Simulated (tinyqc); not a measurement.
From barrier height back to Hamaker constant A: a particle near a wafer in liquid: double-layer and van der Waals forces (DLVO), deposition barrier and removal. Computed by tinyqc, a small Python program. Command: `OMP_NUM_THREADS=1 python tinyqc.py 3113978 3113979 out.jsonl dlvo inv`. One thread of a shared host (Intel(R) Xeon(R) Processor @ 2.30GHz), about 0.01 s of CPU time with the checks.

Sphere and flat wall, Derjaguin approximation, constant potentials in the linear-superposition form, no retardation and no hydration force.

Inputs (values chosen for the exercise, of the order of those for silicon nitride on silicon in water):

| quantity | value | unit |
|---|---|---|
| particle radius R | 250 | nm |
| potential of the particle psi_1 | -58 | mV |
| potential of the wafer psi_2 | -49 | mV |
| salt concentration c | 0.0044 | mol/L |
| valence z of the symmetric salt | 1 | - |
| temperature T | 323 | K |
| dielectric constant of the liquid | 69.9 | - |

Constants: e = 1.602176634e-19 C; N_A = 6.02214076e+23 1/mol; eps_0 = 8.8541878128e-12 F/m; k_B = 1.380649e-23 J/K; k_B = 8.617333262e-05 eV/K.

Method:
- kappa^2 = 2 z^2 e^2 N_A (1000 c)/(eps eps_0 k_B T); gamma_i = tanh(z e psi_i/(4 k_B T)); Z = 64 pi eps eps_0 (k_B T/(z e))^2 gamma_1 gamma_2.
- U(h) = Z R exp(-kappa h) - A R/(6 h); F(h) = -dU/dh = kappa Z R exp(-kappa h) - A R/(6 h^2), positive for repulsion.
- F = 0 reads x^2 exp(-x) = y with x = kappa h and y = A kappa/(6 Z); the left side peaks at x = 2 with 4/e^2 = 0.5413, so roots exist for smaller y: x < 2 is the barrier, x > 2 the secondary minimum.

Problem. A run gave the result below. Find the Hamaker constant A, known to lie between 2.6e-20 and 5.2e-20 J.

barrier height = 572.5524 k_B T

Solution.

Each step takes the trial c = (a f_b - b f_a)/(f_b - f_a), f being the result less the target and a, b, c the logarithms of the listed values; c replaces end b, the old b replaces a if the sign of f changed, and otherwise f_a is halved.

Scan of the range:

| Hamaker constant A (J) | barrier height (k_B T) |
|---|---|
| 2.60e-20 | 617.505 |
| 2.92e-20 | 592.347 |
| 3.28e-20 | 565.886 |
| 3.68e-20 | 538.409 |
| 4.13e-20 | 509.538 |
| 4.63e-20 | 479.596 |
| 5.20e-20 | 447.777 |

False position (Illinois rule, in the logarithm of the input) inside the bracket:

| step | end a | end b | trial | barrier height (k_B T) |
|---|---|---|---|---|
| 1 | 2.92000e-20 | 3.28000e-20 | 3.18532e-20 | 572.674 |
| 2 | 3.28000e-20 | 3.18532e-20 | 3.18699e-20 | 572.553 |
| 3 | 3.28000e-20 | 3.18699e-20 | 3.18701e-20 | 572.552 |
| 4 | 3.18699e-20 | 3.18701e-20 | 3.18700e-20 | 572.552 |

Barrier height falls at every point of a 13-point scan of the range (every second point is shown), so one value fits; it is bracketed by 2.92e-20 and 3.28e-20. Answer: Hamaker constant A = 3.187e-20 J.
